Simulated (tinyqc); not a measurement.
# Short-channel transistor, virtual-source model with series resistance: what changes with what

The current per gate width is the charge at the top of the source barrier (the virtual source) times its velocity times a saturation function; al and be are fitting constants of the model. Units: I in uA/um, Rs in ohm um, so I Rs = 1e-6 I Rs in volts; Q in uC/cm^2, so I = 1e-4 Q vx0 Fsat with vx0 in cm/s.

Inputs (values chosen for the exercise): temperature T = 300 K; inversion capacitance Cinv = 1.39 uF/cm^2; velocity at the virtual source vx0 = 2.33e7 cm/s; apparent mobility mu = 280 cm^2/(V s); channel length L = 16 nm; threshold at zero drain voltage VT0 = 0.45 V; drain-induced barrier lowering dl = 0.04 V/V; subthreshold factor n0 = 1.41; growth of n with drain voltage nd = 0 1/V; threshold shift (in units of Vt) from weak to strong inversion al = 3.5; sharpness of saturation be = 1.4; series resistance of each contact Rs = 150 ohm um.

Constants: q = 1.602176634e-19 C, kB = 1.380649e-23 J/K, Vt = kB T/q. Results are converted to the units shown.

Each table varies one quantity; the others keep the values above.

## Output curve

Intrinsic voltages Vg' = Vgs - I Rs, Vd' = Vds - 2 I Rs. n = n0 + nd Vd', VT = VT0 - dl Vd', Ff = 1/(1 + exp((Vg' - VT + al Vt/2)/(al Vt))), Q = Cinv n Vt ln(1 + exp((Vg' - VT + al Vt Ff)/(n Vt))), Vdsat = (vx0 L/mu)(1 - Ff) + Vt Ff, Fsat = u/(1 + u^be)^(1/be) with u = Vd'/Vdsat, and I = Q vx0 Fsat per width. I is solved self-consistently. gds = dI/dVds, gm = dI/dVgs.

In this table Vgs = 0.9 V.

Result of one run:
```
Vds (V),I (uA/um),Fsat,gds (uS/um),gain gm/gds
0.7,934.55,0.87956,306.00,5.8244
```

What becomes of these results when the drain voltage Vds is changed from 0.7 to 0.9 V, all else the same?

Result of the changed run:
```
Vds (V),I (uA/um),Fsat,gds (uS/um),gain gm/gds
0.9,982.12,0.92351,188.87,10.163
```

The whole series:
```
Vds (V),I (uA/um),Fsat,gds (uS/um),gain gm/gds
0.1,246.44,0.18351,2345.1,0.067281
0.2,464.11,0.37357,1983.6,0.20353
0.3,638.86,0.54864,1497.6,0.50277
0.4,763.55,0.68626,1009.6,1.1245
0.5,845.21,0.78033,649.77,2.2240
0.6,898.27,0.84068,431.19,3.8317
0.7,934.55,0.87956,306.00,5.8244
0.8,961.19,0.90549,233.13,7.9994
0.9,982.12,0.92351,188.87,10.163
```

The current rises from 246 to 982 uA/um as Fsat rises from 0.184 to 0.924; gds falls from 2350 to 189 uS/um. The gain ends at 10.2, against 1/dl = 25.0 for a current that depends on Vds through barrier lowering alone; it falls short because Fsat is still growing.

## Effect of the drain-induced barrier lowering on the on and off currents

Same model as above.

Ion is I at Vgs = Vds = 0.9 V, Ioff at Vgs = 0, Vds = 0.9 V, and Rlin = Vds/I at Vgs = 0.9 V, Vds = 0.05 V.

Effect of the drain-induced barrier lowering on the on and off currents:
```
dl (V/V),Ion (uA/um),Ioff (nA/um),log10(Ion/Ioff),Rlin (ohm um)
0,934.48,5.9454,5.1964,397.26
0.04,982.12,15.745,4.7950,397.15
0.08,1027.5,41.427,4.3945,397.04
0.12,1070.7,107.96,3.9964,396.93
0.16,1111.9,277.43,3.6029,396.82
0.2,1151.3,698.50,3.2170,396.72
0.24,1188.9,1706.9,2.8429,396.61
0.28,1224.8,3994.8,2.4866,396.50
```

What does the comparison show?

As dl goes from 0 to 0.28 V/V, Ion rises from 934 to 1220 uA/um, Ioff rises from 5.95 to 3990 nA/um and Rlin stays near 397 ohm um. Ion changes by a factor of 1.31 and Ioff by 672. The off current depends on it through an exponential, the on current about linearly. For dl = 0.24 to 0.28 V/V the off current passes 1 uA/um, so the device is hardly off at Vgs = 0.

## Effect of the threshold at zero drain voltage on the on and off currents

Same model as above.

Effect of the threshold at zero drain voltage on the on and off currents:
```
VT0 (V),Ion (uA/um),Ioff (nA/um),log10(Ion/Ioff),Rlin (ohm um)
0.15,1537.8,23056,1.8241,357.14
0.2,1449.1,8562.2,2.2285,361.39
0.25,1358.5,2767.1,2.6910,366.31
0.3,1266.2,813.43,3.1922,372.07
0.35,1172.5,225.32,3.7163,378.90
0.4,1077.7,60.207,4.2529,387.11
0.45,982.12,15.745,4.7950,397.15
0.5,885.91,4.0657,5.3383,409.63
```

As VT0 goes from 0.15 to 0.5 V, Ion falls from 1540 to 886 uA/um, Ioff falls from 23100 to 4.07 nA/um and Rlin rises from 357 to 410 ohm um. Ion changes by a factor of 0.576 and Ioff by 1.76e-4. The off current depends on it through an exponential, the on current about linearly. For VT0 = 0.15 to 0.25 V the off current passes 1 uA/um, so the device is hardly off at Vgs = 0.

Computed by the program tinyqc: `OMP_NUM_THREADS=1 python tinyqc.py 2380094 2380095 out.jsonl`, one thread of a shared Intel Xeon 2.30GHz, about 0.01 s for the whole run.
